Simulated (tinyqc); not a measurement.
## Octagonal on-chip spiral inductor, lumped pi model: quality factor against frequency

Outer diameter do = di + 2 n wd + 2 (n - 1) sp, mean da = (do + di)/2, fill p = (do - di)/(do + di), length l = 3.314 n da. L = 2.25 mu0 n^2 da/(1 + 3.55 p), mu0 = 4 pi 1e-7 H/m. Rs = rho l/(wd delta (1 - exp(-th/delta))), delta = sqrt(rho/(pi f mu0)). Cs = n wd^2 eps0 eo/hu across the coil. At each end Cox = l wd eps0 eo/(2 ho) leads to the substrate branch Rsi = 2 rs he/(l wd) in parallel with Csi = l wd eps0 11.7/(2 he). With one end grounded Y = 1/(Rs + i w L) + i w Cs + 1/[1/(i w Cox) + 1/(1/Rsi + i w Csi)], w = 2 pi f; Q = -Im Y/Re Y. Eddy currents in neighbouring turns and in the substrate are left out.

Apparent inductance Im(1/Y)/w; share of the loss Re(substrate branch)/Re Y.

Values chosen for this exercise; values of the order met in silicon radio-frequency processes:
```
symbol  value     unit                                     meaning
n         2.5                                      number of turns
wd         15       um                                  line width
sp        1.5       um                         space between turns
di        140       um                              inner diameter
th          3       um                             metal thickness
rho       1.9  uohm cm                           metal resistivity
ho        8.1       um                        oxide below the coil
hu        1.1       um            oxide between coil and underpass
eo        3.9                   relative permittivity of the oxide
rs         10   ohm cm                       substrate resistivity
he         80       um  effective spreading depth in the substrate
```

Constants: eps0 = 8.8541878128e-12 F/m. Results are converted to the units shown.

Result of one run:
```
f (GHz)	Rs (ohm)	w L/Rs	Q	apparent inductance (nH)	loss in the substrate (%)
2.6	1.5583	18.655	15.756	1.8231	13.367
```

What becomes of these results when the frequency f is changed from 2.6 to 0.97 GHz, all else the same?

Result of the changed run:
```
f (GHz)	Rs (ohm)	w L/Rs	Q	apparent inductance (nH)	loss in the substrate (%)
0.97	1.1445	9.4760	9.3814	1.7866	0.58055
```

The whole series:
```
f (GHz)	Rs (ohm)	w L/Rs	Q	apparent inductance (nH)	loss in the substrate (%)
0.36	0.92163	4.3673	4.3640	1.7804	0.015215
0.6	1.0195	6.5800	6.5624	1.7822	0.10128
0.97	1.1445	9.4760	9.3814	1.7866	0.58055
1.6	1.3221	13.531	12.955	1.7978	3.2220
2.6	1.5583	18.655	15.756	1.8231	13.367
4.3	1.8942	25.381	15.027	1.8813	37.225
7	2.3377	33.480	10.817	2.0186	63.068
11	2.8827	42.664	6.3196	2.3934	79.589
19	3.7577	56.533	1.2825	4.6344	90.503
```

Q goes from 4.36 through a maximum of 15.8 (at f = 2.6 GHz among the rows listed) to 1.28; the exact peak is 16.0 at 3.11 GHz and Q reaches zero at the self-resonance, 21.9 GHz. The share of the substrate rises from 0.0152 to 90.5 %, and the apparent inductance ends at 2.60 times L. At the peak the substrate takes 20.4 % of the loss. For f = 19 the coil is longer than 0.15 of a wavelength in the oxide, where one lumped section is rough.

Computed by the program tinyqc: `OMP_NUM_THREADS=1 python tinyqc.py 2302230 2302231 out.jsonl`, one thread of a shared Intel Xeon 2.30GHz, about 0.01 s for the whole run.
